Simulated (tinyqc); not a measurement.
Electron-beam lithography: double-Gaussian proximity function, edge placement and dose correction for parallel lines: one step, computed by the program tinyqc.

Lines are infinitely long. Absorbed energy is counted so that the middle of a very large area written at dose 1 receives 1; the resist develops where it exceeds 1/2.

Question. Dose correction. Uncorrected edge energies are M 1. Solve M d = 1/2 for the doses d that put the mean edge energy of every line at the threshold.

M, rows 1, 2, 3, 4:
$$\begin{pmatrix}
0.3192238 & 0.0093913 & 0.0393707 & 0.0326354 \\
0.0116029 & 0.3168512 & 0.0472749 & 0.0615682 \\
0.0098778 & 0.0095715 & 0.3554676 & 0.0932748 \\
0.0024443 & 0.0031353 & 0.0199122 & 0.4923313
\end{pmatrix}$$

Give: edge energies at dose 1; corrected doses; largest over smallest dose.

Answer.

edge energies at dose 1: 1 0.40062, 2 0.43730, 3 0.46819, 4 0.51782

corrected doses: 1 1.2995, 2 1.1821, 3 1.0874, 4 0.9576

largest over smallest dose = 1.3570
